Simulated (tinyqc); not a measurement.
Inside a calculation. Method: CIS and TDHF on RHF in the 6-311g basis, for He, spin multiplicity 1. One step of it, computed by the program tinyqc.

Task: TDHF (RPA) singlet states. B(ia,jb) = 2 (ia|jb) - (ib|ja); the squared energies are the eigenvalues of (A - B)(A + B); 1 hartree = 27.211386 eV.

CIS matrix A, singlet (hartree), order 1>2, 1>3:
```
[[1.379813, 0.021703],
 [0.021703, 6.486534]]
```

Two-electron integrals over orbitals (pq|rs), unique and non-zero (hartree):
```
(11|11) 1.026153    (21|11) -0.277318   (21|21) 0.146549    (22|11) 0.659589
(22|21) -0.113630   (22|22) 0.506646    (31|11) -0.173910   (31|21) 0.125599
(31|22) -0.078781   (31|31) 0.216548    (32|11) 0.229495    (32|21) -0.120916
(32|22) 0.102674    (32|31) -0.148688   (32|32) 0.127591    (33|11) 1.176980
(33|21) -0.380997   (33|22) 0.727303    (33|31) -0.386668   (33|32) 0.380658
(33|33) 1.599956
```

Give: TDHF matrix B, singlet; squared energies w^2; TDHF energies from the positive w^2.

Result:

TDHF matrix B, singlet (hartree), order 1>2, 1>3:
```
[[0.1465, 0.1256],
 [0.1256, 0.2165]]
```

squared energies w^2 (hartree^2): [1.8769, 42.0031]

TDHF energies from the positive w^2 (eV): [37.2798, 176.3565]
